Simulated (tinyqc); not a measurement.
Vacuum evaporation: vapour pressure, source flux, thickness distribution, purity and step coverage. From one set of inputs to another, one input at a time. Computed by tinyqc, a small Python program. Command: `OMP_NUM_THREADS=1 python tinyqc.py 3113596 3113597 out.jsonl evap ladder`. One thread of a shared host (Intel(R) Xeon(R) Processor @ 2.30GHz), about 0.01 s of CPU time with the checks.

Molecular flow, unit sticking of the metal, no re-evaporation. The background gas is taken as water vapour (18.015 g/mol, collision diameter 0.37 nm) at 300 K.

The inputs printed are set A. Set A is modelled on silver, with constants for the liquid; the values taken over come from a set modelled on gold, with constants for the liquid. Inputs not listed in the table keep their values of set A, so the rows need not describe a real material.

Inputs (values chosen for the exercise, modelled on silver, with constants for the liquid): molar mass M = 107.87 g/mol; film density rho = 10.5 g/cm^3; vapour-pressure constant A = 10.72; vapour-pressure constant B = 13840 K; source temperature T = 1210 K; source area = 2.8 cm^2; directionality n = 2; source-to-wafer distance h = 42 cm; wafer radius R = 2.5 cm; background pressure p = 0.0005 Pa; sticking of background gas = 0.7.

Constants: u = 1.6605390666e-27 kg; k_B = 1.380649e-23 J/K; R = 8.314462618 J/(mol K).

Method:
- log10(p_v/Pa) = A - B/T; flux from the surface Phi = p_v/sqrt(2 pi m k_B T), m = M u.
- Mass loss = Phi x area x m; heat of evaporation = ln(10) R B; d ln Phi/dT = ln(10) B/T^2 - 1/(2 T).
- A small source emits (n + 1) Phi area cos^n(phi)/(2 pi) per solid angle; on a parallel plane at height h and lateral distance l the arrival rate is (n + 1) Phi area/(2 pi h^2) x (1 + (l/h)^2)^(-(n + 3)/2). Growth rate = arrival rate x m/rho, m = M u. The wafer is fixed and centred above the source.
- Mean free path lambda = k_B T_g/(sqrt2 pi d^2 p); unscattered share exp(-h/lambda); gas arrival p/sqrt(2 pi m_g k_B T_g); impurity ratio = sticking x gas arrival/metal arrival; monolayer time = 1e15 cm^-2/(sticking x gas arrival).

Each row keeps all changes above it; columns: (1) input moved; (2) from; (3) to; (4) growth rate at the centre (nm/s); (5) share of the material that lands on the wafer, 1 - (1 + (R/h)^2)^(-(n + 1)/2) (%); (6) impurity ratio:
```
(1)                                 (2)    (3)        (4)     (5)        (6)
set A                                 -      -  1.805e-02  0.5291  1.186e+01
source temperature T (K)           1210   1590  8.526e+00  0.5291  2.510e-02
directionality n                      2      1  5.684e+00  0.3531  3.765e-02
vapour-pressure constant B (K)    13840  18130  1.139e-02  0.3531  1.879e+01
source area (cm^2)                  2.8    1.2  4.882e-03  0.3531  4.384e+01
source-to-wafer distance h (cm)      42     30  9.568e-03  0.6897  2.236e+01
background pressure p (Pa)       0.0005  2e-08  9.568e-03  0.6897  8.946e-04
```

Growth rate at the centre goes from 0.0180 to 0.00957, a factor 0.530 in all. The largest single move comes from vapour-pressure constant B (a factor 0.00200), and source temperature T works against it (a factor 472). share of the material that lands on the wafer, 1 - (1 + (R/h)^2)^(-(n + 1)/2) goes from 0.529 to 0.690, a factor 1.30 in all. The largest single move comes from source-to-wafer distance h (a factor 1.95), and directionality n works against it (a factor 0.667). Impurity ratio goes from 11.9 to 8.95e-4, a factor 7.55e-5 in all. The largest single move comes from background pressure p (a factor 4.00e-5), and vapour-pressure constant B works against it (a factor 499). The single moves hold for this order of the switches; the total does not depend on the order.

Caution (rows set A, vapour-pressure constant B, source area, source-to-wafer distance h): more gas than metal sticks, so a compound rather than a metal film would grow. Caution (rows source temperature T, directionality n): at this vapour pressure atoms collide above the melt, which widens the beam and lowers the net flux.

Extremes, crossings and ranges named in words are read from the listed rows.
